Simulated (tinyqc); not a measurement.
Choice of the trial bonds: Wannier functions of a composite (isolated) pair of valence bands (bonds of an sp chain).

Each atom has a hybrid pointing left (<) and right (>). H(k): diagonal +V3 on A, -V3 on B; <A<|A>> = -V1a, <B<|B>> = -V1b, <A>|B<> = -V2, <B>|A<> = -V2p exp(ik); k in 1/a, Bloch sums with exp(ikR). The two lowest bands are filled. Trial functions in cell 0: g1 = cos(c) A> + sin(c) B<, and g2 = sin(c) B> + cos(c) A< of cell 1, whose Bloch vector has cos(c) exp(-ik) on A<. Projection A_mn = <psi_m|g_n>, S = A^+ A, Loewdin U = A S^(-1/2), Bloch-like states w_n = sum_m psi_m U_mn, H_W(k) = U^+ diag(E) U. P = sum_m |psi_m><psi_m| is free of phase choices, and S = g^+ P g, w = P g S^(-1/2).

Values chosen for the exercise:

| symbol | value | unit | meaning |
|---|---|---|---|
| V2 | 2.9 | eV | coupling in the bond A-B inside the cell |
| V2p | 2.88 | eV | coupling in the bond to the next cell |
| V1a | 1.22 | eV | coupling of the two hybrids on A |
| V1b | 0.96 | eV | the same on B |
| V3 | 2.03 | eV | A at +V3, B at -V3 |
| xb | 0.43 | a | position of B (A at 0) |

N = 12; centres and spreads in real space with point-like hybrids at R and R + xb; smallest eigenvalue of S over the mesh.

Trial angle:

| c (deg) | smallest S | centre 1 (a) | centre 2 (a) | sum of centres | total spread (a^2) | H_12(R = 0), mean over k (eV) |
|---|---|---|---|---|---|---|
| 15 | 0.352 | 0.3338 | 0.5573 | 0.8910 | 0.0933 | -0.7489 |
| 30 | 0.611 | 0.3338 | 0.5573 | 0.8910 | 0.0929 | -0.7468 |
| 45 | 0.840 | 0.3338 | 0.5573 | 0.8910 | 0.0927 | -0.7453 |
| 55 | 0.945 | 0.3338 | 0.5573 | 0.8910 | 0.0926 | -0.7444 |
| 65 | 0.964 | 0.3338 | 0.5573 | 0.8910 | 0.0926 | -0.7435 |
| 85 | 0.735 | 0.3338 | 0.5573 | 0.8910 | 0.0926 | -0.7415 |

Give the missing row, c (deg) = 75.

Computed row:
```
c (deg)  smallest S  centre 1 (a)  centre 2 (a)  sum of centres  total spread (a^2)  H_12(R = 0), mean over k (eV)
75            0.872        0.3338        0.5573          0.8910              0.0926                        -0.7426
```

The sum of the centres stays at 0.8910 a within 0.0000: it gives the electronic polarisation, modulo a, and is fixed by the filled space. Single centres move by less than 0.0001 a here and H_12(0), a matter of gauge, moves by 7 meV. The total spread runs only from 0.0926 to 0.0933 a^2, so the orthogonalisation repairs even poor trials; the projection is best at c = 65 degrees among these rows, and the two bonds, isolated, have c = 62 and 63.

tinyqc: `OMP_NUM_THREADS=1 python tinyqc.py 1481601 1481602 out.jsonl`; about 0.3 s, one thread, shared Intel(R) Xeon(R) Processor @ 2.30GHz.
